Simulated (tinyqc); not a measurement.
# Small-signal admittance of a forward-biased p+-n diode: effect of the excess hole density at the junction edge

Holes injected into a neutral base of width wb with an ohmic contact at its end; low injection, p0 far above the equilibrium density. A small voltage v exp(i w t), w = 2 pi f, modulates the edge density by p0 v/Vt, and the small-signal density obeys Dp d2p/dx2 = (1/tau + i w) p.

L = sqrt(Dp tau); direct current J = (q Dp p0/L) coth(wb/L); k = sqrt(1 + i w tau)/L; diffusion admittance Y = (q Dp p0/Vt) k coth(k wb) = G + i w C_diff; junction capacitance C_j = sqrt(q eps0 eps_r Nd/(2 Vr)) in the depletion approximation, with the remaining barrier Vr = Vt ln(Na/p0), a rough value under forward bias; base-width modulation is left out. Measured admittance 1/[Rs + 1/(Y + i w C_j)].

Inputs (values chosen for the exercise); permittivity close to that of silicon:

| symbol | value | unit | meaning |
|---|---|---|---|
| T | 300 | K | temperature |
| eps_r | 11.7 |  | relative permittivity |
| Nd | 4.6e15 | cm^-3 | donor density of the base |
| Dp | 5.7 | cm^2/s | hole diffusion coefficient |
| tau | 3e-9 | s | hole lifetime |
| wb | 4.1 | um | width of the neutral base |
| Na | 2e19 | cm^-3 | acceptor density of the p+ side |
| Rs | 0.0017 | ohm cm^2 | series resistance |
| f | 1.1e8 | Hz | signal frequency |

Constants: q = 1.602176634e-19 C, kB = 1.380649e-23 J/K, Vt = kB T/q, eps0 = 8.8541878128e-14 F/cm where lengths are in cm. Results are converted to the units shown.

The same in every row: w tau = 2.0735.

Effect of the excess hole density at the junction edge:

| p0 (cm^-3) | G (S/cm^2) | C_diff (uF/cm^2) | C_j (uF/cm^2) | measured G (S/cm^2) | measured C (uF/cm^2) | phase of the measured Y (degrees) |
|---|---|---|---|---|---|---|
| 5e8 | 1.7353e-4 | 1.5787e-7 | 0.024594 | 0.49098 | 0.024574 | 88.344 |
| 5e9 | 0.0017353 | 1.5787e-6 | 0.025843 | 0.54366 | 0.025821 | 88.255 |
| 5e10 | 0.017353 | 1.5787e-5 | 0.027304 | 0.62279 | 0.027290 | 88.109 |
| 5e11 | 0.17353 | 1.5787e-4 | 0.029045 | 0.86457 | 0.029151 | 87.543 |
| 5e12 | 1.7353 | 0.0015787 | 0.031167 | 2.5920 | 0.032505 | 83.419 |
| 5e13 | 17.353 | 0.015787 | 0.033834 | 18.682 | 0.046668 | 59.920 |
| 5e14 | 173.53 | 0.15787 | 0.037330 | 147.81 | 0.11285 | 27.820 |

Read the table: what changes, and by how much?

As p0 goes from 5e8 to 5e14, G rises from 1.74e-4 to 174 S/cm^2, C_diff rises from 1.58e-7 to 0.158 uF/cm^2 and the measured C rises from 0.0246 to 0.113 uF/cm^2. C_diff exceeds C_j for p0 = 5e14.

Numbers from tinyqc (`OMP_NUM_THREADS=1 python tinyqc.py 2890132 2890133 out.jsonl`; about 0.01 s on one thread of a shared Intel Xeon 2.30GHz).
